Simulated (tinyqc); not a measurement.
# Electron continuity equation in a given potential, Scharfetter-Gummel discretisation: three discretisations compared

Steady state in one dimension: J = q mu n E + q D dn/dx with E = -dpsi/dx and D = mu Vt, dJ/dx = 0, fixed densities nL and nR at the ends. The potential is given, psi = U x/L, and is not changed by the electrons.

10 equal intervals. Fluxes J_i = (q D/h)(n_(i+1) P_i - n_i Q_i), d_i = (psi_(i+1) - psi_i)/Vt: Scharfetter-Gummel P = B(d), Q = B(-d), B(d) = d/(exp(d) - 1); central P = 1 - d/2, Q = 1 + d/2; upwind P = 1 + max(-d, 0), Q = 1 + max(d, 0). Balance at each inner node: J_i - J_(i-1) = 0. The reference is Scharfetter-Gummel on 2000 intervals.

Values chosen for this exercise; mobility close to that of silicon at room temperature:

| symbol | value | unit | meaning |
|---|---|---|---|
| T | 300 | K | temperature |
| mu | 1360 | cm^2/(V s) | electron mobility |
| L | 0.57 | um | length of the region |
| nL | 2e14 | cm^-3 | density at x = 0 |
| nR | 0 | cm^-3 | density at x = L |
| U | 0.12 | V | potential difference psi(L) - psi(0) |

Constants: q = 1.602176634e-19 C, kB = 1.380649e-23 J/K, Vt = kB T/q. Results are converted to the units shown.

Densities (cm^-3):

| node | Scharfetter-Gummel | central | upwind | reference |
|---|---|---|---|---|
| 0 | 2.000e14 | 2.000e14 | 2.000e14 | 2.000e14 |
| 1 | 1.988e14 | 1.989e14 | 1.979e14 | 1.988e14 |
| 2 | 1.970e14 | 1.972e14 | 1.948e14 | 1.970e14 |
| 3 | 1.941e14 | 1.944e14 | 1.903e14 | 1.941e14 |
| 4 | 1.895e14 | 1.900e14 | 1.838e14 | 1.895e14 |
| 5 | 1.821e14 | 1.828e14 | 1.741e14 | 1.821e14 |
| 6 | 1.704e14 | 1.713e14 | 1.600e14 | 1.704e14 |
| 7 | 1.518e14 | 1.529e14 | 1.394e14 | 1.518e14 |
| 8 | 1.221e14 | 1.234e14 | 1.091e14 | 1.221e14 |
| 9 | 7.499e13 | 7.602e13 | 6.484e13 | 7.499e13 |
| 10 | 0 | 0 | 0 | 0 |

What does the table show?

Largest errors as a share of the largest reference density listed: Scharfetter-Gummel under 1e-7 %, central 0.63 %, upwind 6.5 %. The largest |d| is 0.464. Upwinding stays positive but acts as if D were larger by the factor 1 + |d|/2, up to 1.23 here.

Program tinyqc, `OMP_NUM_THREADS=1 python tinyqc.py 2220109 2220110 out.jsonl`; Intel Xeon 2.30GHz, shared host, one thread, about 0.01 s.
